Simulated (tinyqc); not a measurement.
Inside a calculation: two-dimensional electron gas with Rashba and Dresselhaus coupling. Values are carried at full precision from step to step, so a last printed digit may differ when a step is redone from the rounded ones.

H = c k^2/m + al (ky sx - kx sy) + b1 (kx sx - ky sy) + gam kx ky (kx sy - ky sx), s the Pauli matrices, x = [100], c = hbar^2/2m0, b1 = gam (pi/L)^2 (hard walls). H = c k^2/m + B.s, so E = c k^2/m -/+ |B| and the lower state has its spin along -B.

Constants: hbar^2/2m0 = 3.80998211 eV angstrom^2; hbar = 6.58211957e-16 eV s.

Parameters, chosen for this exercise (of the size met in InAs; not measured data):
```
symbol  value   unit           meaning
m       0.0244  m0             mass
al      0.31    eV angstrom    Rashba constant
gam     30.6    eV angstrom^3  bulk Dresselhaus constant
L       168     angstrom       width of the (001) well
n       3.9     1e11/cm^2      sheet density (one subband filled)
phi     110     degrees        angle of k from [100]
```

## Scales

b1; mean Fermi wave vector k0 = sqrt(2 pi n) (1e11/cm^2 = 1e-5/angstrom^2); E0 = c k0^2/m; b3 = gam k0^2/4; kR = al m/(2c) and ER = al kR/2, the shift and depth of a pure Rashba band.

b1 = 0.01070 eV angstrom
k0 = 0.015654 1/angstrom
E0 = 38.263 meV
b3 = 0.001875 eV angstrom
kR = 0.0009927 1/angstrom
ER = 0.1539 meV

The ratio al/(b1 - b3) is 35.12; kR is 6.3 % of k0.

## Spin-orbit field at one point of the Fermi circle

k = k0 (cos phi, sin phi). Form B, the splitting 2|B| and the direction of the lower spin, atan2(-By, -Bx).

Bx, By (meV): 4.5382  1.5152

splitting = 9.5690 meV
direction of the lower spin = -161.5 degrees

## The matrix

H = [[E0, Bx - i By], [Bx + i By, E0]] in meV; diagonalise. Precession period h/(2|B|) = 2 pi hbar/(splitting).

H (meV):
```
                  up            down
up           38.2629  4.5382-1.5152i
down  4.5382+1.5152i         38.2629
```

levels (meV): 33.4784  43.0474

period = 0.432 ps

## The two wave vectors at the energy E0 along this direction

Solve c k^2/m -/+ |B(k)| = E0. The spin turns by (k_outer - k_inner) per length, so a half turn takes pi/(difference).

k (1/angstrom): outer 0.016664, inner 0.014707

difference = 0.001958 1/angstrom
length of a half turn = 160.5 nm

For linear terms alone the difference is (m/c)|B|/k, whatever the energy: every electron along this direction turns alike, the basis of the spin transistor. The cubic term makes it depend on density.

## Checks

- Difference of the Fermi wave vectors without Dresselhaus terms against al m/c: both 0.0019853.

tinyqc: `OMP_NUM_THREADS=1 python tinyqc.py 1452288 1452289 out.jsonl`; about 0.01 s, one thread, shared Intel(R) Xeon(R) Processor @ 2.30GHz.
